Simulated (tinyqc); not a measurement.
What moves the results: deformation potentials from a strained empirical pseudopotential. A value that a table varies takes the place of the one given here.

Diamond lattice, no spin-orbit coupling. Atomic form factor V(q) = a1 (q^2 - a2)/(a3 exp(a4 q^2) - 1) in rydberg with q in 1/bohr, for the unstrained cell. Under a strain e the reciprocal vectors and k go over into (1 + e)^(-1) G, the atoms sit at +/- tau with tau = (1 + e) a (1,1,1)/8 - zeta a (eyz, ezx, exy)/4, and H(G,G') = c |k + G|^2 delta + (V(q)/det(1 + e)) cos(q.tau), q = G - G', with the term q = 0 left out; c = hbar^2/2m0. The basis is fixed before straining: all G with |k + G|^2 up to 16 (2 pi/a)^2. k is given in units of 2 pi/a of the unstrained cell.

Constants: hbar^2/2m0 = 3.80998211 eV angstrom^2; Ry = 13.60569312 eV; a0 (Bohr radius) = 0.5291772105 angstrom.

Values chosen for the exercise (near those of Si; the results hold for these values, not for the real material):

| symbol | value | unit | meaning |
|---|---|---|---|
| a | 5.423 | angstrom | lattice constant |
| A | (0.542, 2.199, 2.059, 0.485) |  | a1 (Ry bohr^2), a2 (1/bohr^2), a3, a4 (bohr^2) |
| h | 0.004 |  | size of the test strain |
| kD | 0.82 | 2 pi/a | position of the Delta minimum |
| a1 | 0.542 |  |  |
| a2 | 2.199 |  |  |
| a3 | 2.059 |  |  |
| a4 | 0.485 |  |  |

## The internal displacement

Xu of L (level 5, the lowest empty one) and d from exy = eyz = ezx = h for several zeta: Xu = [E(L [111]) - E(L [1-1-1])]/((8/3) h), d = (single valence level - pair)/(3 sqrt(3) h). zeta = 0 strains the bonds with the lattice; zeta = 1 keeps all four bond lengths equal to first order.

Results:

| zeta | Xu (L) (eV) | d (eV) |
|---|---|---|
| 0.00 | 11.02 | 0.84 |
| 0.25 | 11.42 | -1.51 |
| 0.50 | 11.84 | -3.86 |
| 0.60 | 12.01 | -4.80 |
| 0.75 | 12.27 | -6.21 |
| 1.00 | 12.72 | -8.55 |

What does this show, and why?

From zeta = 0 to 1, d goes from 0.84 to -8.55 eV and Xu (L) from 11.02 to 12.72 eV, both nearly linearly: the displacement is an optical-phonon mode, and d = d(0) - zeta d0/4 gives its deformation potential d0 = 38 eV. Leaving the relaxation out (zeta = 0 for 0.5) moves d by +4.70 eV, which reverses its sign, and Xu (L) by -0.82 eV. Tetragonal strain has no such freedom.

## Size of the test strain

e = diag(-h/2, -h/2, h). Xu = [E(Delta z) - E(Delta x)]/(1.5 h) at fixed kD, b = [E(Z) - E(X, Y)]/(4.5 h); one-sided from +h alone, central from +h and -h.

Results (eV):

| h | Xu one-sided | Xu central | b one-sided | b central |
|---|---|---|---|---|
| 0.0010 | 8.008 | 8.013 | -3.321 | -3.317 |
| 0.0025 | 8.001 | 8.013 | -3.327 | -3.317 |
| 0.0050 | 7.989 | 8.014 | -3.337 | -3.317 |
| 0.0100 | 7.964 | 8.015 | -3.357 | -3.317 |
| 0.0200 | 7.918 | 8.019 | -3.398 | -3.317 |
| 0.0300 | 7.874 | 8.026 | -3.439 | -3.319 |

How do the results move?

From h = 0.001 to 0.03 the one-sided Xu drifts by -0.134 eV and the central one by +0.012 eV; for b the drifts are -0.118 and -0.002 eV. The central difference cancels the term of second order in the strain, so its error goes as h^2. At h = 0.02 the linear law errs by 1.2 % for the valley splitting and 2.4 % for the valence splitting.

## What each parameter of the potential does

Gaps from the valence top to level 8 at Gamma and level 5 at (kD,0,0) and L, and their deformation potentials [E(+h) - E(-h)]/(3 ln((1 + h)/(1 - h))) for e = +/- h 1, h = 0.002. The row for the lattice constant keeps V(q) without the volume factor, so it is not a strain. Each row changes one parameter from the base and keeps the others.

Results:

| case | Gamma (eV) | Delta (eV) | L (eV) | potential Gamma (eV) | potential Delta (eV) | potential L (eV) |
|---|---|---|---|---|---|---|
| base | 4.169 | 1.215 | 2.082 | -8.96 | 2.62 | -1.96 |
| a = 5.369 angstrom | 4.293 | 0.914 | 1.979 | -8.65 | 2.93 | -1.79 |
| a1 = 0.547 | 4.212 | 1.283 | 2.132 | -9.03 | 2.61 | -1.98 |
| a2 = 2.177 | 4.285 | 1.140 | 2.085 | -8.88 | 2.67 | -1.93 |
| a3 = 2.08 | 4.120 | 1.120 | 2.016 | -8.86 | 2.62 | -1.96 |
| a4 = 0.49 | 4.074 | 1.128 | 2.005 | -8.79 | 2.70 | -1.89 |

What does this show?

The largest shifts from the base row, up to three for each result and ties (the steps differ in size, so this ranks the rows, not the parameters). Gamma (eV): a +0.124, a2 +0.115, a4 -0.095. Delta (eV): a -0.301, a3 -0.095, a4 -0.088. L (eV): a -0.103, a4 -0.077, a3 -0.066. potential Gamma (eV): a +0.31, a4 +0.17, a3 +0.09. potential Delta (eV): a +0.31, a4 +0.08, a2 +0.05; unchanged at the printed digits by a3. potential L (eV): a +0.18, a4 +0.08, a2 +0.04; unchanged at the printed digits by a3.

Program tinyqc; command `OMP_NUM_THREADS=1 python tinyqc.py 1851194 1851195 out.jsonl`; about 0.2 s on one thread of a shared Intel(R) Xeon(R) Processor @ 2.30GHz.
